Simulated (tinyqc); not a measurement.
Inside a calculation. Model: off-state leakage of single and stacked transistors.

tinyqc, about 0.03 s, one thread, Intel Xeon 2.30GHz (shared host): `OMP_NUM_THREADS=1 python tinyqc.py 2242241 2242242 out.jsonl` Printed values are rounded.

n-channel devices of unit width. Subthreshold current I(Vg, Vs, Vd) = I0 (T/300 K)^0.5 exp[(Vg - Vs - VT(T) - gb (Vs - Vb) + dd (Vd - Vs))/(nf Vt)] (1 - exp(-(Vd - Vs)/Vt)), VT(T) = VT - cT (T - 300 K). Gate-edge tunnelling Ig (Vd/1 V) exp(ag (Vd - 1 V)), for a gate at 0 V, and band-to-band leakage Ab u exp(-Bb/u), u = Vd - Vb + 1 V, flow at a drain held at V; both are taken as independent of T. In a stack of off transistors (all gates at 0 V) the same subthreshold current passes through each.

Values chosen for this exercise; values of the order met in bulk silicon logic transistors: temperature T = 300 K; supply voltage V = 1 V; threshold at 300 K, zero drain and body bias VT = 0.27 V; fall of the threshold with temperature cT = 0.5 mV/K; current at threshold at 300 K I0 = 0.12 uA/um; slope factor nf = 1.19; drain-induced lowering per volt dd = 0.1; rise of the threshold per volt of source-body bias gb = 0.11; gate-edge tunnelling current at 1 V Ig = 2e-6 uA/um; exponential slope of the gate current ag = 5.7 1/V; prefactor of band-to-band leakage at the drain Ab = 5 uA/(um V); its exponential voltage Bb = 21 V; body voltage Vb = 0 V.

Constants: q = 1.602176634e-19 C, kB = 1.380649e-23 J/K, Vt = kB T/q. Results are converted to the units shown.

## Leakage of one transistor

Vg = Vs = 0, Vd = V; effective threshold VT(T) - gb Vb - dd V.

effective threshold = 0.17 V
parts (nA/um): subthreshold 0.477845, gate edge 0.002, band-to-band 0.275364
total = 0.755209 nA/um
shares (%): subthreshold 63.2732, gate edge 0.264827, band-to-band 36.4620

The subthreshold part is the largest.

## Starting value

Vx = dd V/(1 + gb + 2 dd), the solution for Vx well above Vt, rounded to three decimals.

Vx at the start = 0.076 V

## Iteration 1: new Vx

Stack of two, Vx the node between them: I_low = I(0, 0, Vx), I_up = I(0, Vx, V), f = ln(I_up/I_low), f' = -(1 + gb + 2 dd)/(nf Vt) - 1/(Vt (exp(Vx/Vt) - 1)) - 1/(Vt (exp((V - Vx)/Vt) - 1)), Vx(new) = Vx - f/f'.

I_low = 0.0224533 nA/um
I_up = 0.0240483 nA/um
f = 0.0686274
f' = -44.7419 1/V
Vx after iteration 1 = 0.0775339 V

## Iteration 2: new Vx

As before.

I_low = 0.0226381 nA/um
I_up = 0.0226404 nA/um
f = 1.01510e-4
f' = -44.6110 1/V
Vx after iteration 2 = 0.0775361 V

## Course of the iteration

Stop when the step is below 1e-11 V, or after 40 iterations.

Course of the iteration:
```
iteration  Vx before the step (V)  step (V)
1                           0.076   1.53e-3
2                       0.0775339   2.28e-6
3                       0.0775361  4.79e-12
```

Converged in 3 iterations. The subthreshold current of the stack is 0.02264 nA/um, 21.1 times less than that of one transistor (the drain leakage is unchanged); the estimate exp[dd V (1 + gb + dd)/((1 + gb + 2 dd) nf Vt)] gives 20.1.
